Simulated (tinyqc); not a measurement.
Bandgap voltage reference from two bipolar transistors: output against temperature.

Two transistors of area 1 and N carry the same current I. Is(T) = Is (T/T0)^eta exp[(Vg0 q/kB)(1/T0 - 1/T)], VBE1 = Vt ln(I/Is(T)) + I rb, VBE2 = Vt ln(I/(N Is(T))) + I rb/N. The amplifier forces I R1(T) = VBE1 - VBE2 + Vos, with R(T) = R (1 + tc (T - T0)) for both resistors, and the output is Vref = VBE1 + I R2(T). Base currents and the Early effect are neglected.

Vt = kB T/q; I = (Vt ln N + Vos)/(R1(T) - rb (1 - 1/N)).

Parameters, values chosen for the exercise; values of the order met in silicon bipolar transistors:
```
symbol,value,unit,meaning
T0,300,K,reference temperature
Vg0,1.209,V,band-gap voltage extrapolated to 0 K
eta,3.1,,temperature exponent of the saturation current
Is,3e-16,A,saturation current of the unit transistor at T0
N,8,,area ratio of the second transistor
R1,2.8,kohm,"resistor across which the difference of VBE falls, at T0"
tc,0,ppm/K,temperature coefficient of both resistors
Vos,0,mV,offset of the amplifier
rb,0,ohm,series resistance of the unit transistor
R2,30.68,kohm,output resistor at T0
```

Constants: q = 1.602176634e-19 C, kB = 1.380649e-23 J/K. Results are converted to the units shown.

Output against temperature:
```
T (K),I (uA),VBE1 (V),I R2 (V),Vref (V),Vref - Vref(T0) (mV),dVref/dT (uV/K)
218,13.951,0.81049,0.42803,1.2385,6.2318,-45.574
233,14.911,0.78026,0.45748,1.2377,5.4569,-57.616
253,16.191,0.73969,0.49675,1.2364,4.1535,-72.518
273,17.471,0.69883,0.53602,1.2348,2.5638,-86.286
298,19.071,0.64738,0.58510,1.2325,0.20550,-102.14
323,20.671,0.59556,0.63419,1.2298,-2.5327,-116.72
348,22.271,0.54339,0.68328,1.2267,-5.6215,-130.21
373,23.871,0.49089,0.73236,1.2232,-9.0355,-142.77
398,25.471,0.43808,0.78145,1.2195,-12.753,-154.51
423,27.071,0.38499,0.83053,1.2155,-16.755,-165.53
```

VBE1 falls by 2.08 mV/K on average and I R2 rises by 1.96 mV/K. The slope of Vref vanishes at T = 169 K. Between 233 and 398 K Vref spans 18.2 mV, or 89.7 ppm/K by the box method (span over the average over T, over 165 K).

Computed by the program tinyqc: `OMP_NUM_THREADS=1 python tinyqc.py 2062137 2062138 out.jsonl`, one thread of a shared Intel Xeon 2.30GHz, about 0.03 s for the whole run.
